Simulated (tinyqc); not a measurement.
One-sided p+-n junction, ionisation integral and breakdown: two steps of the calculation.

A p+ layer at x < 0 and an n drift layer from x = 0. Depletion approximation, built-in voltage neglected. Local ionisation coefficients alpha_n = an exp(-(bn/E)^mx), alpha_p = ap exp(-(bp/E)^mx). Electrons move towards +x, holes towards x = 0.

Inputs (values chosen for the exercise); material values close to those of germanium:

| symbol | value | unit | meaning |
|---|---|---|---|
| eps_r | 15.9 |  | relative permittivity |
| an | 1.53e7 | 1/cm | prefactor of the electron ionisation coefficient |
| bn | 1.51e6 | V/cm | field constant for electrons |
| ap | 9.37e6 | 1/cm | prefactor of the hole ionisation coefficient |
| bp | 1.28e6 | V/cm | field constant for holes |
| mx | 1 |  | exponent |
| N | 1e15 | cm^-3 | donor density of the drift layer |
| V | 142 | V | reverse voltage |
| fr | 0.4 |  | share of the depleted width that the grid covers |

Constants: q = 1.602176634e-19 C, eps0 = 8.8541878128e-14 F/cm where lengths are in cm. Results are converted to the units shown.

Question 1. Field and ionisation coefficients on a grid. W = sqrt(2 eps0 eps_r V/(q N)), peak field E0 = q N W/(eps0 eps_r), falling linearly to 0 at W. Grid: 11 equal steps from 0 to fr W.

Give: W; x; E; alpha_n; alpha_p.

Answer 1.

W = 15.80 um

| point | x (um) | E (kV/cm) | alpha_n (1/cm) | alpha_p (1/cm) |
|---|---|---|---|---|
| 0 | 0.000 | 179.8 | 3443 | 7580 |
| 1 | 0.574 | 173.2 | 2508 | 5794 |
| 2 | 1.149 | 166.7 | 1782 | 4336 |
| 3 | 1.723 | 160.2 | 1231 | 3170 |
| 4 | 2.298 | 153.6 | 824.3 | 2256 |
| 5 | 2.872 | 147.1 | 532.6 | 1558 |
| 6 | 3.447 | 140.6 | 330.4 | 1039 |
| 7 | 4.021 | 134.0 | 195.6 | 666.5 |
| 8 | 4.596 | 127.5 | 109.8 | 408.4 |
| 9 | 5.170 | 120.9 | 57.87 | 237.3 |
| 10 | 5.744 | 114.4 | 28.35 | 129.6 |
| 11 | 6.319 | 107.9 | 12.74 | 65.80 |

Question 2. Ionisation integrals by the trapezoid rule. G(x) = integral from 0 to x of (alpha_n - alpha_p); I_n = integral of alpha_n exp(-G) (electrons injected at x = 0), I_p = integral of alpha_p exp(G(end) - G) (holes injected at the far edge); M = 1/(1 - I). All integrals by the trapezoid rule on the grid.

| point | x (um) | alpha_n (1/cm) | alpha_p (1/cm) |
|---|---|---|---|
| 0 | 0.0000000 | 3443.3844 | 7579.5688 |
| 1 | 0.5744394 | 2508.0502 | 5793.7756 |
| 2 | 1.1488788 | 1781.9312 | 4336.3791 |
| 3 | 1.7233181 | 1231.1972 | 3169.7179 |
| 4 | 2.2977575 | 824.32674 | 2255.9551 |
| 5 | 2.8721969 | 532.57918 | 1557.8020 |
| 6 | 3.4466363 | 330.38556 | 1039.2840 |
| 7 | 4.0210757 | 195.62636 | 666.51074 |
| 8 | 4.5955151 | 109.77179 | 408.40652 |
| 9 | 5.1699544 | 57.866320 | 237.34606 |
| 10 | 5.7443938 | 28.351897 | 129.63821 |
| 11 | 6.3188332 | 12.740356 | 65.803315 |

Find: G; alpha_n exp(-G); I_n; I_p; M_n; M_p.

Answer 2.

| point | G | alpha_n exp(-G) (1e3 1/cm) |
|---|---|---|
| 0 | 0.0000 | 3.443 |
| 1 | -0.2132 | 3.104 |
| 2 | -0.3809 | 2.608 |
| 3 | -0.5100 | 2.050 |
| 4 | -0.6068 | 1.512 |
| 5 | -0.6773 | 1.048 |
| 6 | -0.7271 | 0.684 |
| 7 | -0.7610 | 0.419 |
| 8 | -0.7831 | 0.240 |
| 9 | -0.7969 | 0.128 |
| 10 | -0.8049 | 0.063 |
| 11 | -0.8093 | 0.029 |

I_n = 0.7808
I_p = 0.8989
M_n = 4.563
M_p = 9.888

Program tinyqc, `OMP_NUM_THREADS=1 python tinyqc.py 2120104 2120105 out.jsonl`; Intel Xeon 2.30GHz, shared host, one thread, about 0.07 s.
